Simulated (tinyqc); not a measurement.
From results back to parameters: valley splitting in a one-orbital chain of atomic planes (second-neighbour model). Five cases, with inputs chosen for the exercise.

Problem. For E(phi) = e0 + 2 v cos(phi) + 2 u cos(2 phi) with u, v > 0 and planes a/4 apart, the heights of the band at phi = 0 and phi = pi above its minimum were computed from hidden u and v; c = hbar^2/2m0.

Constants: hbar^2/2m0 = 3.80998211 eV angstrom^2.

Case 1.

Values chosen (out of a larger set: near those of the Delta valleys of silicon; abrupt walls in this chain split the valleys several times more than measured wells; not measured data): a = 5.422 angstrom (lattice constant; planes lie a/4 apart).

E(0) - Emin = 3.821250 eV
E(pi) - Emin = 1.373250 eV

Case 2.

Values chosen (out of a larger set: near those of the Delta valleys of silicon; abrupt walls in this chain split the valleys several times more than measured wells; not measured data): a = 5.427 angstrom (lattice constant; planes lie a/4 apart).

E(0) - Emin = 3.926464 eV
E(pi) - Emin = 1.358464 eV

Case 3.

Values chosen (out of a larger set: near those of the Delta valleys of silicon; abrupt walls in this chain split the valleys several times more than measured wells; not measured data): a = 5.43 angstrom (lattice constant; planes lie a/4 apart).

E(0) - Emin = 3.326958 eV
E(pi) - Emin = 1.442958 eV

Case 4.

Values chosen (out of a larger set: near those of the Delta valleys of silicon; abrupt walls in this chain split the valleys several times more than measured wells; not measured data): a = 5.428 angstrom (lattice constant; planes lie a/4 apart).

E(0) - Emin = 3.418561 eV
E(pi) - Emin = 1.522561 eV

Case 5.

Values chosen (out of a larger set: near those of the Delta valleys of silicon; abrupt walls in this chain split the valleys several times more than measured wells; not measured data): a = 5.435 angstrom (lattice constant; planes lie a/4 apart).

E(0) - Emin = 3.507627 eV
E(pi) - Emin = 1.303627 eV

Find: u, v; phi0; mass at the minimum.

Solution. E - Emin = 4u (cos(phi) + v/(4u))^2. The difference of the two heights is 4v, and for v < 4u the sum of their square roots is 4 sqrt(u). The mass is (2c)/((a/4)^2 (8u - v^2/(2u))).

Case 1.

u, v (eV): 0.611  0.612

phi0 = 1.8239 rad
mass at the minimum = 0.905 m0

Case 2.

u, v (eV): 0.619  0.642

phi0 = 1.8331 rad
mass at the minimum = 0.896 m0

Case 3.

u, v (eV): 0.572  0.471

phi0 = 1.7781 rad
mass at the minimum = 0.944 m0

Case 4.

u, v (eV): 0.594  0.474

phi0 = 1.7716 rad
mass at the minimum = 0.907 m0

Case 5.

u, v (eV): 0.568  0.551

phi0 = 1.8158 rad
mass at the minimum = 0.965 m0

Computed by tinyqc, one run a case: `OMP_NUM_THREADS=1 python tinyqc.py N N+1 out.jsonl` with N = 1482065, 1482110, 1482122, 1482187, 1482317; one thread of a shared Intel(R) Xeon(R) Processor @ 2.30GHz, about 0.02 s a run at most.
